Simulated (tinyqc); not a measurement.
Inside a calculation. Method: CIS and TDHF on RHF in the sto-3g basis, for H6, spin multiplicity 1. One step of it, computed by the program tinyqc.

Problem. CIS matrix, singlets. A(ia,jb) = (e_a - e_i) d_ij d_ab + 2 (ia|jb) - (ij|ab).

orbital energies (hartree): [-0.685019, -0.569738, -0.407188, 0.350403, 0.703600, 1.128513]

Two-electron integrals over orbitals (pq|rs), unique and non-zero (hartree):
```
(11|11) 0.428420    (21|21) 0.129796    (22|11) 0.340996    (22|22) 0.392770
(31|11) 0.082478    (31|22) -0.046974   (31|31) 0.121357    (32|21) -0.119410
(32|32) 0.140309    (33|11) 0.390263    (33|22) 0.354929    (33|31) 0.038168
(33|33) 0.391200    (41|21) -0.041515   (41|32) -0.006630   (41|41) 0.080921
(42|11) -0.065098   (42|22) -0.001184   (42|31) -0.054299   (42|33) -0.013149
(42|42) 0.076117    (43|21) -0.069290   (43|32) 0.069345    (43|41) 0.013834
(43|43) 0.083305    (44|11) 0.391093    (44|22) 0.356005    (44|31) 0.035155
(44|33) 0.380610    (44|42) -0.023906   (44|44) 0.396223    (51|11) 0.007599
(51|22) 0.030728    (51|31) -0.026859   (51|33) -0.012012   (51|42) -0.035527
(51|44) -0.000935   (51|51) 0.049894    (52|21) 0.029075    (52|32) 0.002715
(52|41) -0.055195   (52|43) 0.036499    (52|52) 0.086585    (53|11) -0.072775
(53|22) -0.006374   (53|31) -0.058832   (53|33) -0.027939   (53|42) 0.071405
(53|44) -0.023207   (53|51) -0.028702   (53|53) 0.077337    (54|21) -0.121073
(54|32) 0.133538    (54|41) 0.004060    (54|43) 0.070786    (54|52) -0.000977
(54|54) 0.144170    (55|11) 0.358728    (55|22) 0.397805    (55|31) -0.034723
(55|33) 0.368802    (55|42) -0.007771   (55|44) 0.377932    (55|51) 0.030451
(55|53) -0.011357   (55|55) 0.424184    (61|21) 0.001668    (61|32) 0.017488
(61|41) -0.029413   (61|43) -0.046444   (61|52) -0.030394   (61|54) 0.014330
(61|61) 0.066413    (62|11) -0.012596   (62|22) -0.034855   (62|31) 0.024310
(62|33) 0.000936    (62|42) 0.031272    (62|44) 0.002707    (62|51) -0.044898
(62|53) 0.033137    (62|55) -0.034213   (62|62) 0.047175    (63|21) 0.044553
(63|32) -0.002306   (63|41) -0.076276   (63|43) -0.016656   (63|52) 0.054756
(63|54) -0.002352   (63|61) 0.028904    (63|63) 0.082015    (64|11) -0.084734
(64|22) 0.038600    (64|31) -0.115522   (64|33) -0.040298   (64|42) 0.056166
(64|44) -0.040281   (64|51) 0.023493    (64|53) 0.059441    (64|55) 0.037675
(64|62) -0.023455   (64|64) 0.124866    (65|21) -0.132174   (65|32) 0.123532
(65|41) 0.042653    (65|43) 0.073336    (65|52) -0.030422   (65|54) 0.130171
(65|61) -0.002738   (65|63) -0.049676   (65|65) 0.149233    (66|11) 0.458891
(66|22) 0.365084    (66|31) 0.090285    (66|33) 0.421126    (66|42) -0.072716
(66|44) 0.428255    (66|51) 0.008739    (66|53) -0.083117   (66|55) 0.394743
(66|62) -0.015009   (66|64) -0.099606   (66|66) 0.520329
```

Give: CIS matrix A, singlet.

Solution.

CIS matrix A, singlet (hartree), order 1>4, 1>5, 1>6, 2>4, 2>5, 2>6, 3>4, 3>5, 3>6:
```
[[0.8062, 0.0000, 0.0259, 0.0000, 0.0107, 0.0000, -0.0075, 0.0000, -0.0370],
 [0.0000, 1.1297, 0.0000, 0.0500, 0.0000, 0.0424, 0.0000, -0.0227, 0.0000],
 [0.0259, 0.0000, 1.4875, 0.0000, 0.0714, 0.0000, 0.0226, 0.0000, -0.0325],
 [0.0000, 0.0500, 0.0000, 0.7164, 0.0000, 0.0239, 0.0000, 0.0093, 0.0000],
 [0.0107, 0.0000, 0.0714, 0.0000, 1.0487, 0.0000, -0.0605, 0.0000, -0.0140],
 [0.0000, 0.0424, 0.0000, 0.0239, 0.0000, 1.4275, 0.0000, -0.0573, 0.0000],
 [-0.0075, 0.0000, 0.0226, 0.0000, -0.0605, 0.0000, 0.5436, 0.0000, 0.0070],
 [0.0000, -0.0227, 0.0000, 0.0093, 0.0000, -0.0573, 0.0000, 0.8967, 0.0000],
 [-0.0370, 0.0000, -0.0325, 0.0000, -0.0140, 0.0000, 0.0070, 0.0000, 1.2786]]
```
